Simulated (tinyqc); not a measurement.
# Worked calculation: p-type polysilicon, carrier trapping at grain boundaries

Numbers from tinyqc (`OMP_NUM_THREADS=1 python tinyqc.py 2830291 2830292 out.jsonl`; about 0.01 s on one thread of a shared Intel Xeon 2.30GHz). Printed values are rounded.

One-dimensional grains of size Lg, uniform ionised doping N, monovalent traps Qt at each boundary at a depth Et below (for electrons) or above (for holes) the band edge there, abrupt depletion of width W on each side of a boundary, Boltzmann statistics. xi is the distance from the band edge at the grain centre to the Fermi level. Trapped charge Qt/(1 + exp((xi + VB - Et)/Vt)) = 2 N W, barrier VB = q N W^2/(2 eps0 eps_r).

Values chosen for this exercise; values of the order met in polycrystalline silicon:

| symbol | value | unit | meaning |
|---|---|---|---|
| T | 250 | K | temperature |
| eps_r | 11.7 |  | relative permittivity |
| NB | 2.02e19 | cm^-3 | valence-band density of states at T |
| Lg | 19 | nm | grain size |
| Qt | 7.6e11 | cm^-2 | trap density of a grain boundary |
| Et | 0.41 | eV | depth of the trap level from the majority band edge at the boundary |
| ms | 0.32 | m0 | mass for thermionic emission |
| fe | 1 |  | correction factor of the emission rate |
| N | 3.5e17 | cm^-3 | doping |

Constants: q = 1.602176634e-19 C, kB = 1.380649e-23 J/K, m0 = 9.1093837015e-31 kg, Vt = kB T/q, eps0 = 8.8541878128e-14 F/cm where lengths are in cm. Results are converted to the units shown.

## Depletion width, Fermi level and barrier

If the trap equation with xi = Vt ln(NB/N) has a root W < Lg/2, the grain is partly depleted; otherwise W = Lg/2 and the trap equation gives xi = Et - VB + Vt ln(Qt/(N Lg) - 1). N* = Qt/Lg.

N* = 4e17 cm^-3
W = 9.5 nm
xi = 0.343652 V
VB = 0.0244265 V
share of traps filled = 0.875

N is 0.875 N*, and the grain is fully depleted; VB = 1.13 Vt.

## Resistivity and effective mobility

n0 = NB exp(-xi/Vt); mean density n0 (1 - 2 W/Lg) by charge balance in a partly depleted grain, and n0 (sqrt(pi)/2) erf(u)/u with u = sqrt(VB/Vt) in a fully depleted one; v = sqrt(kB T/(2 pi ms m0)); barrier resistivity Vt exp(VB/Vt)/(q fe n0 v Lg); grain resistivity (1 - 2 W/Lg)/(q n0 mug); effective mobility 1/(q mean density total resistivity).

n0 = 2.38578e12 cm^-3
mean density = 1.72334e12 cm^-3
v = 4.34112e6 cm/s
barrier resistivity = 21234.1 ohm cm
grain resistivity = 0.00000 ohm cm
resistivity = 21234.1 ohm cm
effective mobility = 170.563 cm^2/(V s)

The resistivity is 59500 times that of a single crystal with the same N and mobility mug, and the mean density is 4.92e-4 % of N. The effective mobility exceeds mug only because drift through the depleted grain is left out.
